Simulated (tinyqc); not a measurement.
What the corrections do to the levels: formation energy of a charged point defect from supercell energies. Computed by tinyqc, a small Python program. Command: `OMP_NUM_THREADS=1 python tinyqc.py 3010252 3010253 out.jsonl formation walk`. One thread of a shared host (Intel(R) Xeon(R) Processor @ 2.30GHz), about 0.01 s of CPU time with the checks.

The host is a compound AB. Making the defect adds n_A = 0, n_B = -1, n_X = 1 atoms to the cell. All total energies are inputs. E_F is counted from the valence-band maximum (VBM); x = 0 is A-rich and x = 1 B-rich growth.

Inputs (values chosen for the exercise, with gap and screening modelled on 4H-SiC):
```
quantity                      value      unit
gap E_g                        3.26        eV
E_VBM of the host cell        3.303        eV
potential alignment dV       -0.035        eV
dielectric constant eps        9.56         -
cell length L                  9.85  angstrom
mu_B of the pure element      -5.87        eV
formation enthalpy dH of AB   -1.79        eV
growth condition x              0.8         -
mu_X of the pure element     -1.325        eV
formation enthalpy of AX       -2.3        eV
```

Defect: impurity X on a B site. Supercell lattice: fcc.

charge states q: 0  -1  -2

E(defect, q) - E(host), in the order of q (eV): 7.535  12.108  17.369

Constants: e^2/(4 pi eps_0) = 14.39964548 eV angstrom.

Method:
- dmu_A = x dH and dmu_B = (1 - x) dH, so that dmu_A + dmu_B = dH; mu = mu(element) + dmu. The impurity is held at its solubility limit: dmu_X = min(0, dH(AX) - dmu_A).
- The reservoir term is sum n_i mu_i.
- Image-charge correction of a point charge in a neutralising background: E_corr = q^2 alpha e^2/(4 pi eps_0) / (2 eps L), alpha = 2.888282 for a fcc array with L the cube root of the volume.
- E_f(q, E_F) = [E(defect, q) - E(host)] - sum n_i mu_i + q (E_VBM + dV + E_F) + E_corr(q).
- Levels eps(q/q-1) with the terms q dV and E_corr left out or kept.

E_f(q, 0) (eV): (q=0) 3.50000, (q=-1) 5.02583, (q=-2) 7.68134

E_corr (eV): (q=0) 0.000000, (q=-1) 0.220835, (q=-2) 0.883339

Levels above the VBM (eV):
```
level      raw  with alignment  with image charge  with both
(0/-1)   1.270           1.305             1.4908     1.5258
(-1/-2)  1.958           1.993             2.6205     2.6555
```

Alignment moves every level by -dV = +0.035 eV. The image term moves eps(q/q-1) by (1 - 2q) E_corr(1): (0/-1) by +0.221, (-1/-2) by +0.663 eV, donor levels down and acceptor levels up. It adds 2 E_corr(1) = 0.442 eV to every U. Caution: the largest image-charge correction in these energies, q^2 alpha e^2/(8 pi eps_0 eps L) with alpha = 2.888282, exceeds a quarter of the gap; the point-charge term alone is then a rough estimate, usually too large for a charge that is spread out.

Extremes, crossings and ranges named in words are read from the listed rows.
